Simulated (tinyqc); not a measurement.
Worked calculation: shallow donor in an anisotropic valley (effective-mass theory). Values are carried at full precision from step to step, so a last printed digit may differ when a step is redone from the rounded ones.

Constants: Ry = 13.60569312 eV; a0 (Bohr radius) = 0.5291772105 angstrom; hbar^2/2m0 = 3.80998211 eV angstrom^2; e^2/(4 pi eps0) = 14.39964547 eV angstrom.

Values chosen for the exercise (near those of Ge; shifted at random, so the results belong to these values and not to a real crystal):
- ml = 1.612 m0 (longitudinal mass)
- mt = 0.08 m0 (transverse mass)
- eps = 15.7 (dielectric constant)
- a = 75.1 angstrom (trial radius across the axis)
- b = 17.5 angstrom (trial radius along the axis)

## Hydrogen-like estimates

Ry* = Ry m/eps^2 and a* = a0 eps/m for four choices of one mass: mt, the conductivity mass 3/(1/ml + 2/mt), the density-of-states mass (ml mt^2)^(1/3), and ml.

Estimates:
```
mass               m (m0)  Ry* (meV)  a* (angstrom)
mt                 0.0800       4.42         103.85
conductivity       0.1171       6.46          70.95
density of states  0.2177      12.02          38.16
ml                 1.6120      88.98           5.15
```

## Energy of one trial function

One valley: H = -c [(d2/dx2 + d2/dy2)/mt + (d2/dz2)/ml] - q/(eps r), c = hbar^2/2m0, q = e^2/(4 pi eps0). Trial function exp(-sqrt((x^2 + y^2)/a^2 + z^2/b^2)) with a > b: T = (c/3)(2/(mt a^2) + 1/(ml b^2)), V = -(q/eps) atan(u/b)/u, u = sqrt(a^2 - b^2). The central cell of the impurity is left out.

Evaluate T, V and E. Scaling both radii by f changes T to T/f^2 and V to V/f, so the best factor is f = -2T/V, with energy -V^2/(4T).

T = 8.202 meV
V = -16.773 meV
E = -8.571 meV
best scale factor = 0.9780
energy after scaling = -8.575 meV

The virial ratio -V/T is 2.045; it is 2 at the best scale. Scaling gains 0.004 meV.

## Scan over the shape

For each ratio b/a = 0.2, 0.3, ..., 0.9 the best scale follows from a = -2 T1/V1, with T1 and V1 taken at a = 1 angstrom.

Scan:
```
b/a  a (angstrom)  b (angstrom)  E (meV)
0.2         80.26         16.05   -7.986
0.3         66.55         19.96   -9.146
0.4         63.22         25.29   -9.175
0.5         62.94         31.47   -8.810
0.6         63.85         38.31   -8.326
0.7         65.31         45.72   -7.821
0.8         67.06         53.65   -7.335
0.9         68.96         62.06   -6.881
```

The best listed ratio is 0.4; (mt/ml)^(1/2) = 0.22 and (mt/ml)^(1/3) = 0.37 are common guesses.

## The minimum

Minimise over a and b. The Mott estimate n_c = (0.25/a_m)^3 uses a_m = (a^2 b)^(1/3); 1/angstrom^3 = 1e24/cm^3.

a = 64.28 angstrom
b = 22.50 angstrom
E = -9.239 meV
a_m = 45.30 angstrom
n_c = 0.168 x 1e18/cm^3

b/a = 0.350. The binding energy is 2.092 times Ry*(mt). The central cell of a real donor shrinks the orbit and raises n_c.

## Checks

- Energy from 21 anisotropic Gaussians against the two-parameter function, meV: -9.29 against -9.24.

Program tinyqc; command `OMP_NUM_THREADS=1 python tinyqc.py 1282265 1282266 out.jsonl`; about 0.01 s on one thread of a shared Intel(R) Xeon(R) Processor @ 2.30GHz.
